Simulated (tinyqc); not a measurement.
Programming of a floating-gate cell by Fowler-Nordheim tunnelling: one step of the calculation.

Per tunnel area the floating gate has Ctun = 3.9 eps0/tox to the channel (0 V) and Ccg to the control gate, Ct = Ctun/(1 - ag), no other coupling. With the threshold shift U = -Q/Ccg the field is F = ag (Vg - U)/tox, and dU/dt = J/Ccg. Fowler-Nordheim: J = A F^2 exp(-B/F), A = q^2/(16 pi^2 hbar mo phi) (times 1e14 for A/cm^2 with F in V/nm, emitter mass m0), B = (4/3) sqrt(mo/C) phi^1.5, C = hbar^2/(2 m0).

Problem. Explicit time steps against the exact solution. U(new) = U + dt J(F(U))/Ccg. Exact: exp(B/F(t)) = exp(B/F(0)) + K t, K = A B ag/(Ccg tox), and U = Vg - tox F/ag.

Inputs (values chosen for the exercise); oxide values close to those of silicon dioxide:

| symbol | value | unit | meaning |
|---|---|---|---|
| phi | 3.18 | eV | tunnel barrier |
| mo | 0.45 | m0 | tunnelling mass |
| tox | 9.7 | nm | tunnel oxide thickness |
| ag | 0.69 |  | coupling ratio Ccg/Ct |
| Vt0 | -2.7 | V | threshold shift at the start |
| Vg | 14.1 | V | control-gate voltage |
| dt | 4.3 | us | time step |
| n | 8 |  | steps |

Constants: q = 1.602176634e-19 C, hbar = 1.054571817e-34 J s, m0 = 9.1093837015e-31 kg, eps0 = 8.8541878128e-14 F/cm where lengths are in cm, hbar^2/(2 m0) = 0.0380998212 eV nm^2. Results are converted to the units shown.

Find: t; F; J; U by steps; U exact.

Solution.

```
step  t (us)  F (V/nm)  J (A/cm^2)  U by steps (V)  U exact (V)
0          0     1.195     0.05544          -2.700       -2.700
1      4.300     1.174     0.03597          -2.399       -2.450
2      8.600     1.160     0.02694          -2.204       -2.267
3      12.90     1.149     0.02161          -2.058       -2.123
4      17.20     1.141     0.01805          -1.940       -2.005
5      21.50     1.134     0.01550          -1.843       -1.905
6      25.80     1.128     0.01358          -1.758       -1.818
7      30.10     1.123     0.01208          -1.685       -1.742
8      34.40     1.118     0.01088          -1.619       -1.674
```

Range of the model: Programming fields of 10 MV/cm and more wear the oxide; trapping and the channel potential are ignored.

tinyqc, about 0.01 s, one thread, Intel Xeon 2.30GHz (shared host): `OMP_NUM_THREADS=1 python tinyqc.py 2130020 2130021 out.jsonl`
